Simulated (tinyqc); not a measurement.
Haynes-Shockley experiment: drift, diffusion and decay of a minority-carrier pulse: one step, computed by the program tinyqc. Command: `OMP_NUM_THREADS=1 python tinyqc.py 3111510 3111511 out.jsonl haynes walk`. One thread of a shared host (Intel(R) Xeon(R) Processor @ 2.30GHz), about 0.01 s of CPU time with the checks.

A thin sheet of excess carriers is made at x = 0, t = 0 in a long uniform bar; injection is low, so the pulse moves with the minority mobility.

Problem. Simple reading of the pulse. With w the full width at half maximum: mu = d/(F t_p); D = (w d)^2/(16 ln2 t_p^3); Einstein ratio D/mu against k_B T/e.

Inputs (values chosen for the exercise, modelled on electrons in p-type silicon in a lightly doped bar): minority mobility mu = 1390 cm^2/(V s); temperature T = 300 K; field F = 4.1 V/cm; distance d to the collector = 0.78 cm.

time of the peak t_p = 131.5839 microsecond

width at half maximum = 38.88828 microsecond

D = 35.93428 cm^2/s

Constants: k_B = 8.617333262e-05 eV/K.

Give: apparent mobility; apparent D; apparent D/mu; error of mu; error of D.

Solution.

apparent mobility = 1446 cm^2/(V s)

apparent D = 36.41 cm^2/s

apparent D/mu = 25.19 mV

error of mu = 4.014 %

error of D = 1.336 %
